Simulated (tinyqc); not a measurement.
Stillinger-Weber potential for a tetrahedral semiconductor: one step, computed by the program tinyqc. Command: `OMP_NUM_THREADS=1 python tinyqc.py 3021923 3021924 out.jsonl swsi walk`. One thread of a shared host (Intel(R) Xeon(R) Processor @ 2.30GHz), about 0.04 s of CPU time with the checks.

With x = r/sigma: pair term eps A (B x^-4 - 1) exp(1/(x - a)); for each pair of neighbours j, k of atom i, three-body term eps lambda exp(gamma/(x_ij - a) + gamma/(x_ik - a)) (cos theta_jik + 1/3)^2; both vanish beyond x = a. A = 7.049556277, B = 0.6022245584, a = 1.8.

Question. A trimer. Atom 1 binds atoms 2 and 3 at the angle theta; the third side follows from the cosine rule. Sum the three pair terms and the three-body terms centred on each atom.

Inputs (values chosen for the exercise, modelled on germanium):
```
quantity                    value      unit
energy scale eps            1.828        eV
length scale sigma          2.177  angstrom
three-body strength lambda   30.3         -
gamma                         1.2         -
bond 1 of the trimer         2.44  angstrom
bond 2 of the trimer         2.53  angstrom
angle of the trimer theta     106   degrees
```

Give: distance 2-3; pair terms; three-body term at atom 1; three-body terms at atoms 2 and 3; energy of the trimer.

Answer.

distance 2-3 = 3.970 angstrom

pair terms (eV): 1-2 -1.828, 1-3 -1.800, 2-3 0.000

three-body term at atom 1 = 0.004801 eV

three-body terms at atoms 2 and 3 = 0 eV

energy of the trimer = -3.623 eV

The cut-off is 3.919 angstrom, so atoms 2 and 3 do not interact directly.
